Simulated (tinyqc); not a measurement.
Worked calculation: polytypes by hexagonality, and a cubic inclusion as a quantum well. Values are carried at full precision from step to step, so a last printed digit may differ when a step is redone from the rounded ones.

A layer is h if its two neighbours in the periodic sequence sit on the same site, k otherwise; the hexagonality h is the share of h layers.

Constants: hbar^2/2m0 = 3.80998211 eV angstrom^2.

Inputs chosen for the exercise (of the order of those of GaN; shifted at random, so the results belong to these values and not to a real crystal):
```
symbol  value           unit      meaning
E3      3.263           eV        gap of the cubic polytype
E2      3.524           eV        gap of 2H
Ev2     0.067           eV        valence top of 2H above that of 3C
P2      -0.0183         C/m^2     spontaneous polarisation of 2H
m       (0.201, 0.207)  m0        electron mass along c in the cubic layer and in the host
d       2.583           angstrom  thickness of a double layer
eps     9.5                       dielectric constant
N       2                         double layers in the cubic inclusion
```

## Hexagonality

Stacking sequences:
```
polytype         sequence
10H            ABCABCBACB
3C                    ABC
2H                     AB
4H                   ABCB
15R       ABCACBCABACABCB
```

Give the h/k string and h of each.

Hexagonality:
```
polytype       h/k string       h
10H            hkkkkhkkkk  0.2000
3C                    kkk  0.0000
2H                     hh  1.0000
4H                   hkhk  0.5000
15R       hkkhkhkkhkhkkhk  0.4000
```

## Gaps and band edges

Gap: E3 + (E2 - E3) h. Valence top Ev2 h and polarisation P2 h, both counted from 3C; Ec = Ev + gap.

Evaluate for each polytype.

Results:
```
polytype  gap (eV)  Ev (eV)  Ec (eV)  P (C/m^2)
10H         3.3152   0.0134   3.3286   -0.00366
3C          3.2630   0.0000   3.2630    0.00000
2H          3.5240   0.0670   3.5910   -0.01830
4H          3.3935   0.0335   3.4270   -0.00915
15R         3.3674   0.0268   3.3942   -0.00732
```

The widest gap is that of 2H, the narrowest that of 3C. Ev and Ec both rise with h, so 3C collects electrons and the more hexagonal side holes: a staggered line-up.

## The bound level without the field

A cubic inclusion of width L = N d in the host (h = 1) is a well of depth V = Ec(host) - Ec(3C). Square well with mass mismatch: k tan(k L/2) = (m_w/m_b) q, k = sqrt(m_w E/c), q = sqrt(m_b (V - E)/c), c = hbar^2/2m0, lowest root. The depth of the level, V - E, is its binding, and the transition to the valence top of the host is gap(host) - (V - E). The step in polarisation gives a field |F| = |P|/(eps eps0) in a thin inclusion, eps0 = 8.8541878e-12 F/m.

Give V, L, the level E, its depth below the host conduction edge and the transition to the valence top of the host, gap(host) - (V - E).

V = 0.3280 eV
L = 5.166 angstrom
E above the bottom = 0.2943 eV
depth below the host edge = 0.0337 eV
transition = 3.4903 eV

The level keeps 10 % of the well depth. The transition lies above the gap of 3C itself (3.263 eV). At a few layers the effective-mass picture is only a guide.

## The polarisation field

Give |F|, the drop |F| L, the bound charge |P|/e per cm^2 (e = 1.602176634e-19 C), and, as a first estimate, the shift -|F| L/2 of the transition for an electron centred in the layer and a hole in the host on the high side.

|F| = 2.176 MV/cm
drop = 112.4 meV
bound charge = 1.14e+13 cm^-2
estimated shift = -56.2 meV

The drop is 34 % of the well depth. The host edge on the low side sinks by 56 meV against the centre, more than the 34 meV by which the flat well binds, so the level may not survive the field and the estimate must be checked.

## Checks

- Square-well root against finite differences on a grid of 0.5 angstrom (eV): both 0.294.

(tinyqc, `OMP_NUM_THREADS=1 python tinyqc.py 1880486 1880487 out.jsonl`, Intel(R) Xeon(R) Processor @ 2.30GHz, 1 thread, shared host, about 0.03 s.)
